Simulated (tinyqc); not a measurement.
Spin coating of a resist or spin-on film: centrifugal thinning, evaporation and the final thickness (Emslie and Meyerhofer models): one step, computed by the program tinyqc. Command: `OMP_NUM_THREADS=1 python tinyqc.py 3112373 3112374 out.jsonl spincoat walk`. One thread of a shared host (Intel(R) Xeon(R) Processor @ 2.30GHz), about 0.09 s of CPU time with the checks.

A Newtonian film stays uniform over the wafer; solvent and solids have the same density and the concentration is uniform through the thickness.

Question. Rates. omega = 2 pi f/60; nu(c) = nu_s + k c^gamma; evaporation rate e = e0 sqrt(f/1000 rpm). Flow constant K = 2 omega^2/(3 nu(c0)); Reynolds number of the air omega R^2/nu_air with nu_air = 15 mm^2/s.

Inputs (values chosen for the exercise, of the order of those of a polymer resist in an ester solvent):

| quantity | value | unit |
|---|---|---|
| solids volume fraction c0 | 0.12 | - |
| kinematic viscosity of the solvent nu_s | 1.8 | mm^2/s |
| viscosity constant k | 600 | mm^2/s |
| viscosity exponent gamma | 3.2 | - |
| spin speed f | 1500 | rpm |
| evaporation rate at 1000 rpm e0 | 0.51 | micrometre/s |
| wafer radius R | 50 | mm |

Give: omega; nu(c0); evaporation rate e; flow constant K; Reynolds number of the air.

Answer.

omega = 157.1 1/s

nu(c0) = 2.478 mm^2/s

evaporation rate e = 0.6246 micrometre/s

flow constant K = 0.006637 1/(micrometre^2 s)

Reynolds number of the air = 26180
